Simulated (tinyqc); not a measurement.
Abrupt p-n junction, non-linear Poisson equation by Newton steps: one step of the calculation.

One dimension, p side on the left, n side on the right; net doping C = -Na for x < 0 and +Nd for x > 0. The potential psi is counted from the intrinsic level, and the quasi-Fermi potentials are flat: 0 for holes and -V for electrons, so n = ni exp((psi + V)/Vt) and p = ni exp(-psi/Vt) (Boltzmann statistics, full ionisation, no current). Under reverse bias this makes the minority densities vanishingly small everywhere; they play no part in the charge.

Problem. Intrinsic density, end potentials and Debye lengths. ni = sqrt(Nc Nv) exp(-Eg/(2 Vt)), Eg in volts; psi_p = -Vt ln(Na/ni), psi_n = Vt ln(Nd/ni) - V; Debye length sqrt(eps0 eps_r Vt/(q N)).

Inputs (values chosen for the exercise); band and dielectric values close to those of gallium nitride:
```
symbol    value   unit                                 meaning
T           300      K                             temperature
Eg         3.37     eV                                band gap
eps_r      9.33                          relative permittivity
Nc      2.31e18  cm^-3  conduction-band density of states at T
Nv      4.52e19  cm^-3     valence-band density of states at T
Na       9.1e15  cm^-3          acceptor density of the p side
Nd       6.2e17  cm^-3             donor density of the n side
V          -1.4      V   bias of the p side against the n side
```

Constants: q = 1.602176634e-19 C, kB = 1.380649e-23 J/K, Vt = kB T/q, eps0 = 8.8541878128e-14 F/cm where lengths are in cm. Results are converted to the units shown.

Give: ni; psi_p; psi_n; Debye length, p side; Debye length, n side.

Solution.

ni = 5.042e-10 cm^-3
psi_p = -1.503 V
psi_n = 3.013 V
Debye length, p side = 38.27 nm
Debye length, n side = 4.637 nm

Range of the model: The donor density exceeds a fifth of the band density of states, where Boltzmann statistics begin to fail.

tinyqc, about 0.03 s, one thread, Intel Xeon 2.30GHz (shared host): `OMP_NUM_THREADS=1 python tinyqc.py 2000130 2000131 out.jsonl`
